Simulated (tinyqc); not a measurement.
Berg model of reactive sputtering of a nitride or oxide: poisoning, hysteresis and pumping speed: one step, computed by the program tinyqc. Command: `OMP_NUM_THREADS=1 python tinyqc.py 3010309 3010310 out.jsonl berg walk`. One thread of a shared host (Intel(R) Xeon(R) Processor @ 2.30GHz), about 0.03 s of CPU time with the checks.

A diatomic gas reacts with bare metal on the target and on the collecting surfaces; ions remove metal and compound from the target. theta_t and theta_c are the compound fractions.

Question. Steady state at the pressure P. Ion flux j = J/e; gas flux F = P/sqrt(2 pi M k_B T). Target: (2/z) alpha F (1 - theta_t) = j Y_c theta_t. Sputtered flows F_c = j Y_c theta_t A_t, F_m = j Y_m (1 - theta_t) A_t. Collector: (2/z) alpha F (1 - theta_c) A_c + F_c (1 - theta_c) = F_m theta_c. Gas use Q = alpha F [(1 - theta_t) A_t + (1 - theta_c) A_c] + P S/(k_B T); 1 sccm = 4.4780e17 molecules/s. Rate R = F_m + F_c, given relative to j Y_m A_t.

Inputs (values chosen for the exercise, close to those used for titanium dioxide):
```
quantity                          value     unit
ion current density J                38  mA/cm^2
target area A_t                      90     cm^2
collecting area A_c                2700     cm^2
metal yield Y_m                    0.44        -
compound yield Y_c                0.031        -
sticking coefficient alpha         0.74        -
reactive atoms per metal atom z       2        -
gas mass M                           32        u
pumping speed S                     990      l/s
gas temperature T                   300        K
reactive partial pressure P      0.0033       Pa
```

Constants: e = 1.602176634e-19 C; u = 1.6605390666e-27 kg; k_B = 1.380649e-23 J/K.

Give: ion flux j; gas flux F; theta_t; theta_c; gas use; total flow Q; rate relative to clean metal.

Answer.

ion flux j = 2.3718e+17 1/(cm^2 s)

gas flux F = 8.8741e+15 1/(cm^2 s)

theta_t = 0.47178

theta_c = 0.78433

gas use (sccm): target 0.6972, collector 8.5393, pump 1.7614

total flow Q = 10.998 sccm

rate relative to clean metal = 0.56146

The target is partly covered. The film is 78.4 % compound.
